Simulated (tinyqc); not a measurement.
Van der Pauw, Hall and four-point-probe measurements on a doped layer: one step of the calculation.

A uniform p-type layer with sheet resistance Rs = 1/(q ns mu), point contacts, low field (mu B small).

Task. New z. The van der Pauw equation exp(-pi RA z) + exp(-pi RB z) = 1 is solved for z = 1/Rs: e1 = exp(-pi RA z), e2 = exp(-pi RB z), f = e1 + e2 - 1, f' = -pi (RA e1 + RB e2), z(new) = z - f/f'.

z at the start = 1.0022858 mS
RA = 75.426226 ohm
RB = 364.83863 ohm

Give: e1; e2; f; f'; z after iteration 1.

Result.

e1 = 0.7886
e2 = 0.3170
f = 0.1056
f' = -0.5502 kohm
z after iteration 1 = 1.194 mS

tinyqc, about 0.01 s, one thread, Intel Xeon 2.30GHz (shared host): `OMP_NUM_THREADS=1 python tinyqc.py 2850187 2850188 out.jsonl`
